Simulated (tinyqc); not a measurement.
Critical temperature from a phonon spectrum: McMillan, Allen-Dynes and the linearised Eliashberg equation: one step, computed by the program tinyqc.

alpha^2 F(omega) = sum_i (lambda_i omega_i/2) delta(omega - omega_i), so that lambda = 2 int alpha^2 F/omega d omega = sum_i lambda_i.

Task: McMillan and Allen-Dynes. McMillan form: k_B T_c = (omega_log/1.2) exp[-1.04 (1 + lambda)/(lambda - mu* (1 + 0.62 lambda))]. Allen-Dynes multiplies it by f1 f2: f1 = [1 + (lambda/L1)^(3/2)]^(1/3), L1 = 2.46 (1 + 3.8 mu*); f2 = 1 + (omega_rms/omega_log - 1) lambda^2/(lambda^2 + L2^2), L2 = 1.82 (1 + 6.3 mu*) omega_rms/omega_log.

Inputs (values chosen for the exercise, for a model metal): Coulomb pseudopotential mu* = 0.13.

Peaks in alpha^2 F: one.

lambda = 1.83

omega_rms = 11.3 meV

omega_log = 11.3 meV

Constants: k_B = 8.617333262e-05 eV/K.

Give: T_c, McMillan form; f1; f2; T_c, Allen-Dynes.

Result:

T_c, McMillan form = 16.413 K

f1 = 1.1056

f2 = 1

T_c, Allen-Dynes = 18.146 K

The two corrections raise T_c by 10.6 %. Caution: for lambda above about 1.5 the plain McMillan form saturates and falls short.
